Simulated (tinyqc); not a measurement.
What each value does: bond unit of a tetrahedral oxide and its oxygen vacancy in tight binding.

Two sp3 hybrids h1, h2 at eh = (es + 3 ep)/4 point at one oxygen with orbitals s, px, py, pz; x joins the two cations, z bisects the angle phi, and th = (180 - phi)/2. With u = hbar^2/(m d^2) = 2c/d^2, c = hbar^2/2m0: Vhs = -(1.32 + sqrt3 x 1.42) u/2 and Vhp = (1.42 + sqrt3 x 2.22) u/2. <h|s> = Vhs for both; <h1|px> = Vhp cos(th), <h2|px> = -Vhp cos(th); <h|pz> = Vhp sin(th) for both; py is a lone pair. The unit holds 8 electrons. Coupling between units, which widens the levels into bands, is left out.

Constants: hbar^2/2m0 = 3.80998211 eV angstrom^2.

Inputs chosen for the exercise (near tabulated values for SiO2; not measured data):

| symbol | value | unit | meaning |
|---|---|---|---|
| es | -14.79 | eV | s level of the cation |
| ep | -7.68 | eV | p level of the cation |
| eos | -34.06 | eV | s level of oxygen |
| eop | -16.52 | eV | p level of oxygen |
| d | 1.62 | angstrom | cation-oxygen distance |
| phi | 164 | degrees | bond angle at oxygen |
| R | 2.95 | angstrom | cation-cation distance across the vacancy |

Spacing from the highest filled to the lowest empty level, excess electrons on oxygen (their number less 6), and the vacancy bond level eh - V2 - eop, V2 = 3.22 x 2c/R^2.

Results for these values:

| case | spacing (eV) | excess on O | vacancy level (eV) |
|---|---|---|---|
| base | 9.5249 | 1.1197 | 4.2430 |

What happens to each result for es = -14.29 eV, all else kept?

Answer: spacing rises from 9.5249 to 9.6378; excess on O rises from 1.1197 to 1.1268; vacancy level rises from 4.2430 to 4.3680.

The same for each parameter in turn:

| case | spacing (eV) | excess on O | vacancy level (eV) |
|---|---|---|---|
| base | 9.5249 | 1.1197 | 4.2430 |
| es = -14.29 eV | 9.6378 | 1.1268 | 4.3680 |
| ep = -7.18 eV | 9.8642 | 1.1407 | 4.6180 |
| eos = -32.06 eV | 9.6834 | 1.1009 | 4.2430 |
| eop = -16.02 eV | 9.0367 | 1.0951 | 3.7430 |
| d = 1.66 angstrom | 9.3165 | 1.1465 | 4.2430 |
| phi = 156 degrees | 9.7826 | 1.0813 | 4.2430 |
| R = 3.1 angstrom | 9.5249 | 1.1197 | 4.5093 |

Run: tinyqc, `OMP_NUM_THREADS=1 python tinyqc.py 1480894 1480895 out.jsonl`; Intel(R) Xeon(R) Processor @ 2.30GHz, one thread, shared host; about 0.01 s of CPU time with all checks.
